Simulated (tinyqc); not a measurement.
Swing of the coupled dose with resist thickness: standing waves and exposure in a photoresist film.

Normal incidence from air. Unexposed resist: N1 = n1 + i k1 with k1 = (A + B) lam/(4 pi), lam in micrometres. r01 = (1 - N1)/(1 + N1), t01 = 2/(1 + N1). Below the resist lie the layer Na = na + i ka and the substrate Ns = ns + i ks: r12 = (r1a + ras x)/(1 + r1a ras x), x = exp(4 pi i Na da/lam), r1a = (N1 - Na)/(N1 + Na), ras = (Na - Ns)/(Na + Ns). With p = exp(2 pi i N1 d/lam), the field at depth z is E(z) = t01 [exp(2 pi i N1 z/lam) + r12 p^2 exp(-2 pi i N1 z/lam)]/(1 + r01 r12 p^2), the relative intensity I(z) = n1 |E(z)|^2 and the reflectance R = |(r01 + r12 p^2)/(1 + r01 r12 p^2)|^2.

Parameters, chosen for this exercise (a resist on Si, indices near tabulated ones; shifted at random, so the results belong to these values and not to a real crystal):
- lam = 365 nm (vacuum wavelength)
- n1 = 1.671 (resist index)
- A = 0.39 1/micrometre (bleachable absorption (Dill A))
- B = 0.08 1/micrometre (fixed absorption (Dill B))
- d = 897 nm (resist thickness)
- ns = 6.394 (substrate n)
- ks = 2.757 (substrate k)
- na = 1.798 (n of the bottom antireflection layer)
- ka = 0.258 (its k)
- da = 57 nm (its thickness)

The mean of I is taken over 800 depths; the relative dose to clear is taken as 1/(mean of I over the lowest period, 60 depths), scaled to 1 in the first row.

Swing:

| d (nm) | R | mean I | relative dose |
|---|---|---|---|
| 897.0 | 0.1156 | 0.7930 | 1.000 |
| 915.2 | 0.1738 | 0.7344 | 1.078 |
| 933.4 | 0.1594 | 0.7398 | 1.066 |
| 951.6 | 0.0822 | 0.8026 | 0.984 |
| 969.8 | 0.0104 | 0.8640 | 0.923 |
| 988.0 | 0.0288 | 0.8476 | 0.952 |
| 1006.2 | 0.1113 | 0.7729 | 1.051 |
| 1024.4 | 0.1671 | 0.7186 | 1.130 |
| 1042.6 | 0.1534 | 0.7239 | 1.118 |
| 1060.8 | 0.0796 | 0.7822 | 1.037 |
| 1079.0 | 0.0115 | 0.8384 | 0.976 |
| 1097.2 | 0.0289 | 0.8227 | 1.006 |
| 1115.4 | 0.1073 | 0.7535 | 1.105 |

The period is 109.2 nm, six rows. The relative dose swings between 0.923 and 1.130, a ratio (max - min)/mean of 0.200, against the estimate 4 sqrt(|r01|^2 |r12|^2) exp(-(A + B) d) = 0.193 for the oscillating part alone; the ratio from the table also holds the slow rise from absorption, 10.5 % over two periods, so the two are not strictly comparable. The dose is least sensitive to thickness at an extremum; the lowest dose listed is at 969.8 nm.

Run: tinyqc, `OMP_NUM_THREADS=1 python tinyqc.py 1681222 1681223 out.jsonl`; Intel(R) Xeon(R) Processor @ 2.30GHz, one thread, shared host; about 0.01 s of CPU time with all checks.
